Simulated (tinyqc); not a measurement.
# p-n diode, drift-diffusion by the Gummel loop with Scharfetter-Gummel fluxes: effects of single changes

Abrupt junction at x = 0, p side from -Lp, n side to Ln, ohmic contacts. psi is counted from the intrinsic level; n = ni exp((psi - phin)/Vt), p = ni exp((phip - psi)/Vt). Contacts: p side psi = V - Vt ln(Na/ni), p = Na, n = ni^2/Na; n side psi = Vt ln(Nd/ni), n = Nd, p = ni^2/Nd. Constant mobilities, D = mu Vt, Boltzmann statistics, SRH recombination through a mid-gap level, U = (n p - ni^2)/(tp (n + ni) + tn (p + ni)). Current is positive from the p contact to the n contact.

Parameters, values chosen for the exercise; band and dielectric values close to those of gallium arsenide:
- T = 350 K (temperature)
- Eg = 1.43 eV (band gap)
- eps_r = 12.9 (relative permittivity)
- Nc = 5.49e17 cm^-3 (conduction-band density of states at T)
- Nv = 1.12e19 cm^-3 (valence-band density of states at T)
- Na = 6.2e16 cm^-3 (acceptor density of the p side)
- Nd = 3.8e15 cm^-3 (donor density of the n side)
- mun = 6900 cm^2/(V s) (electron mobility)
- mup = 360 cm^2/(V s) (hole mobility)
- tn = 1e-7 s (SRH lifetime of electrons)
- tp = 2e-7 s (SRH lifetime of holes)
- Lp = 5.6 um (length of the p side)
- Ln = 2 um (length of the n side)
- G = 0 cm^-3 s^-1 (uniform generation rate)

Constants: q = 1.602176634e-19 C, kB = 1.380649e-23 J/K, Vt = kB T/q, eps0 = 8.8541878128e-14 F/cm where lengths are in cm. Results are converted to the units shown.

Each table varies one quantity; the others keep the values above.

## Current against voltage in the dark

ni = sqrt(Nc Nv) exp(-Eg/(2 Vt)), Eg in volts. Poisson and both continuity equations are solved self-consistently with Scharfetter-Gummel fluxes on a graded mesh of 500 nodes. J_scr is q times the integral of U between -xp and xn. Ideal diffusion current J_id = q ni^2 [Dn coth(wp/Le)/(Le Na) + Dp coth(wn/Lh)/(Lh Nd)] (exp(V/Vt) - 1), Le = sqrt(Dn tn), Lh = sqrt(Dp tp), wp = Lp - xp, wn = Ln - xn, with xp and xn from the depletion approximation (W = sqrt(2 eps0 eps_r (Vbi - V)(1/Na + 1/Nd)/q), xp = W Nd/(Na + Nd), xn = W Na/(Na + Nd), Vbi = Vt ln(Na Nd/ni^2)). Ideality factor = 0.004 V/(Vt ln[J(V + 0.004 V)/J(V)]). Here G = 0.

In this table G = 0 cm^-3 s^-1.

Result of one run:
```
V (V)	J (A/cm^2)	ideality factor	J_scr/J (%)	J_id (A/cm^2)	share recombining at the contacts (%)	larger minority/doping at -xp and xn
0.22	1.26e-8	1.88	99.2	9.67e-11	0.754	2.49e-12
```

What becomes of these results when the bias of the p contact V is changed from 0.22 to 0.89 V, all else the same?

Result of the changed run:
```
V (V)	J (A/cm^2)	ideality factor	J_scr/J (%)	J_id (A/cm^2)	share recombining at the contacts (%)	larger minority/doping at -xp and xn
0.89	0.369	1.02	0.635	0.377	98.7	0.00930
```

The whole series:
```
V (V)	J (A/cm^2)	ideality factor	J_scr/J (%)	J_id (A/cm^2)	share recombining at the contacts (%)	larger minority/doping at -xp and xn
0.22	1.26e-8	1.88	99.2	9.67e-11	0.754	2.49e-12
0.32	7.42e-8	1.85	96.5	2.62e-9	3.47	6.79e-11
0.42	4.80e-7	1.67	85.4	7.09e-8	14.5	1.85e-9
0.51	3.35e-6	1.38	59.4	1.38e-6	40.4	3.63e-8
0.61	4.86e-5	1.13	24.4	3.73e-5	75.2	9.83e-7
0.7	7.74e-4	1.04	7.90	7.23e-4	91.5	1.90e-5
0.8	0.0196	1.02	2.06	0.0195	97.3	5.06e-4
0.89	0.369	1.02	0.635	0.377	98.7	0.00930
0.99	8.93	1.10	0.168	10.1	99.1	0.182
```

J rises from 1.26e-8 to 8.93 A/cm^2; the ideality factor goes from 1.88 through a minimum of 1.02 (at V = 0.8 V among the rows listed) to 1.10. Recombination in the depleted layer carries over half of the current up to V = 0.51 V, where the factor is 1.38; it grows roughly as exp(V/2 Vt), so diffusion overtakes it. Where the factor is lowest (V = 0.8 V), J is 0.40 % above the ideal diffusion current. From V = 0.99 V on the minority density at an edge of the layer exceeds a tenth of the doping, and in the last row J is 11 % below the ideal value.

## Effect of the length of the n side at fixed bias

Same model as above.

In this table V = 0.75 V.

Results:
```
Ln (um)	J (A/cm^2)	ideality factor	J_scr/J (%)	J_id (A/cm^2)	share recombining at the contacts (%)	larger minority/doping at -xp and xn
2	0.00385	1.02	4.04	0.00375	95.3	9.84e-5
3.3	0.00267	1.03	5.83	0.00253	92.7	1.00e-4
5.4	0.00205	1.03	7.59	0.00190	89.5	1.01e-4
15	0.00152	1.05	10.2	0.00137	80.0	1.02e-4
24	0.00145	1.05	10.7	0.00130	74.6	1.02e-4
40	0.00143	1.05	10.9	0.00127	69.8	1.02e-4
```

Estimate the missing row, Ln = 8.9 um.

Computed row:
```
Ln (um)	J (A/cm^2)	ideality factor	J_scr/J (%)	J_id (A/cm^2)	share recombining at the contacts (%)	larger minority/doping at -xp and xn
8.9	0.00171	1.04	9.11	0.00155	85.4	1.01e-4
```

With this row back in the table: As Ln rises from 2 to 40, J falls from 0.00385 to 0.00143 A/cm^2, the share of the depleted layer rises from 4.04 to 10.9 % and the share lost at the contacts falls from 95.3 to 69.8 %. The exponent d ln J/d ln Ln is -0.73 between the first two rows and -0.03 between the last two. J less J_scr is 0.033 % below J_id in the last row.

Numbers from tinyqc (`OMP_NUM_THREADS=1 python tinyqc.py 2240021 2240022 out.jsonl`; about 0.1 s on one thread of a shared Intel Xeon 2.30GHz).
